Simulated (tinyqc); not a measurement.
Deep trap from a strong local potential in a two-band host (Koster-Slater model with semi-elliptic bands): one step, computed by the program tinyqc.

The valence band spans -2 W_v to 0 and the conduction band E_g to E_g + 2 W_c. The orbital at the impurity site has weight f_v in the valence band and 1 - f_v in the conduction band, each spread as a semi-ellipse (2/(pi W^2)) sqrt(W^2 - x^2) about the band centre. The impurity adds U to this orbital. Spin is left out.

Problem. The trap level. In the gap G(E) = f_v (2/W_v^2)[x - sqrt(x^2 - W_v^2)] - (1 - f_v)(2/W_c^2)[y - sqrt(y^2 - W_c^2)], x = E + W_v, y = E_g + W_c - E. The trap level solves G(E) = 1/U (bisection). With D = -dG/dE = D_v + D_c, D_v = f_v (2/W_v^2)[x/sqrt(x^2 - W_v^2) - 1] and D_c = (1 - f_v)(2/W_c^2)[y/sqrt(y^2 - W_c^2) - 1], the weight on the impurity orbital is 1/(U^2 D) and the conduction-band character is D_c/D.

Inputs (values chosen for the exercise, with a gap close to that of GaN):

| quantity | value | unit |
|---|---|---|
| gap E_g | 3.38 | eV |
| half-width of the valence band W_v | 5.8 | eV |
| half-width of the conduction band W_c | 4.7 | eV |
| valence weight f_v of the site orbital | 0.61 | - |
| impurity potential U | 10.3 | eV |

Impurity: repulsive, acceptor-like.

Give: trap level E_t; weight on the impurity orbital; conduction-band character; depth below the conduction band.

Solution.

trap level E_t = 0.2980 eV

weight on the impurity orbital = 0.1045

conduction-band character = 0.09973

depth below the conduction band = 3.082 eV
